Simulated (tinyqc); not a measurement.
Frequency dispersion of an accumulation capacitance by border traps, distributed model: one step of the calculation.

Traps spread evenly through the insulator exchange electrons with the semiconductor by tunnelling, with tau(x) = t0 exp(2 ka x) at depth x from the interface. The admittance per area Y seen at depth x obeys dY/dx = -Y^2/(i w eps0 eox) + q Nb ln(1 + i w tau)/tau, with Y(0) = i w Cs and w = 2 pi f; the gate sees Y(tox) = G + i w C. Working variable y = Y/(i w), in uF/cm^2. Cox = eps0 eox/tox.

Task. Scales and lumped estimate. Cox; trap-free value 1/(1/Cox + 1/Cs); response depth d = ln(1/(w t0))/(2 ka), where w tau = 1; lumped estimate: all traps within d act as C_bt = q Nb d placed at d/2, so C = 1/{1/[1/(1/Cs + d/(2 eps0 eox)) + C_bt] + (tox - d/2)/(eps0 eox)}.

Parameters, values chosen for the exercise; permittivity close to that of zirconium oxide: relative permittivity of the insulator eox = 21.6; insulator thickness tox = 8.1 nm; semiconductor capacitance in accumulation Cs = 3.8 uF/cm^2; density of border traps Nb = 6.8e18 cm^-3 eV^-1; decay constant of the wave function in the insulator ka = 4.2 1/nm; time constant of a trap at the interface t0 = 1e-9 s; frequency f = 1e6 Hz.

Constants: q = 1.602176634e-19 C, eps0 = 8.8541878128e-14 F/cm where lengths are in cm. Results are converted to the units shown.

Give: Cox; trap-free C; d; C_bt; lumped C.

Result.

Cox = 2.361 uF/cm^2
trap-free C = 1.456 uF/cm^2
d = 0.6036 nm
C_bt = 0.06576 uF/cm^2
lumped C = 1.467 uF/cm^2

The traps within reach amount to 0.0173 Cs and lie in the first 7.45 % of the insulator.

Program tinyqc, `OMP_NUM_THREADS=1 python tinyqc.py 2202018 2202019 out.jsonl`; Intel Xeon 2.30GHz, shared host, one thread, about 0.4 s.
